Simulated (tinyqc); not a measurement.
Minimum-mode following (dimer method) and harmonic rate on a two-dimensional model surface: one step, computed by the program tinyqc.

V(x, y) = -A (cos kx + cos ky) - B cos kx cos ky + (C sin ky + S sin kx)(1 - cos kx), k = 2 pi/a; the atom hops from the minimum at (0, 0) to that at (a, 0).

Question. Harmonic rate. Vineyard prefactor nu* = nu1 nu2 (minimum)/nu2 (saddle); k = nu* exp(-E_b/(k_B T)).

Inputs (values chosen for the exercise, for a model surface): temperature T = 700 K.

Surface: adatom on a square lattice.

frequencies at the minimum (THz): 2.101173  2.101173

frequencies at the saddle (the first is imaginary) (THz): 1.878927  1.956480

barrier from the start = 0.7699144 eV

Constants: k_B = 8.617333262e-05 eV/K.

Give: prefactor nu*; rate k.

Answer.

prefactor nu* = 2.2566 THz

rate k = 6.4611e+06 1/s

The stable mode of the saddle is softer than either mode of the minimum, which raises the prefactor above both frequencies.
